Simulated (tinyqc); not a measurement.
Tunnelling through a two-layer gate stack, WKB transmission and Tsu-Esaki current: two steps of the calculation.

Electrons leave the emitter at x = 0. Energies E (motion across the layers) are in eV from the emitter Fermi level; the collector Fermi level lies at -V and offers states at every E. No charge in the dielectric and no image force: F1 = V/(t1 + t2 eps1/eps2), F2 = F1 eps1/eps2; U = phi1 - F1 x in layer 1 and phi2 - F1 t1 - F2 (x - t1) in layer 2. With C = hbar^2/(2 m0), kappa = sqrt(m (U - E)/C) where U > E and 0 elsewhere; T(E) = exp(-S), S = 2 times the integral of kappa over x.

Values chosen for this exercise; layer 1 close to silicon nitride, layer 2 close to hafnium oxide:

| symbol | value | unit | meaning |
|---|---|---|---|
| phi1 | 2.15 | eV | barrier of layer 1 above the emitter Fermi level at zero bias |
| m1 | 0.49 | m0 | tunnelling mass of layer 1 |
| t1 | 0.6 | nm | thickness of layer 1 |
| eps1 | 7.72 |  | relative permittivity of layer 1 |
| phi2 | 1.45 | eV | barrier of layer 2 at zero bias |
| m2 | 0.2 | m0 | tunnelling mass of layer 2 |
| t2 | 1.4 | nm | thickness of layer 2 |
| eps2 | 21.9 |  | relative permittivity of layer 2 |
| V | 0.6 | V | voltage across the dielectric |
| E | -0.16 | eV | energy of the electron followed |
| nc | 4 |  | cells in each layer |

Constants: q = 1.602176634e-19 C, hbar = 1.054571817e-34 J s, m0 = 9.1093837015e-31 kg, hbar^2/(2 m0) = 0.0380998212 eV nm^2. Results are converted to the units shown.

Question 1. WKB exponent by the midpoint rule. Cut each layer into nc equal cells, take U and kappa at the cell centres, and sum S = 2 sum kappa h.

Wanted: x; U; kappa; S; T(E).

Answer 1.

```
cell  x (nm)  U (eV)  kappa (1/nm)
0      0.075   2.109         5.402
1      0.225   2.027         5.303
2      0.375   1.944         5.202
3      0.525   1.862         5.099
4      0.775   1.087         2.558
5      1.125   1.019         2.488
6      1.475   0.952         2.416
7      1.825   0.884         2.341
```

S = 13.16
T(E) = 1.919e-6

Question 2. WKB exponent in closed form. Each layer adds (2/F) sqrt(m/C) [G(u at its left edge) - G(u at its right edge)] to S, with u = U - E (0 where negative) and G(u) = (2/3) u^1.5. The slope follows from 1/d = -dS/dE.

Give: S; T(E); energy d over which T(E) grows by a factor e.

Answer 2.

S = 13.164
T(E) = 1.9193e-6
energy d over which T(E) grows by a factor e = 0.22359 eV

The midpoint rule gives S = 13.164, so its T(E) is 0.035 % below this value. The band edge stays above E through the whole stack: direct tunnelling through a trapezoid.

Computed by the program tinyqc: `OMP_NUM_THREADS=1 python tinyqc.py 2540012 2540013 out.jsonl`, one thread of a shared Intel Xeon 2.30GHz, about 0.03 s for the whole run.
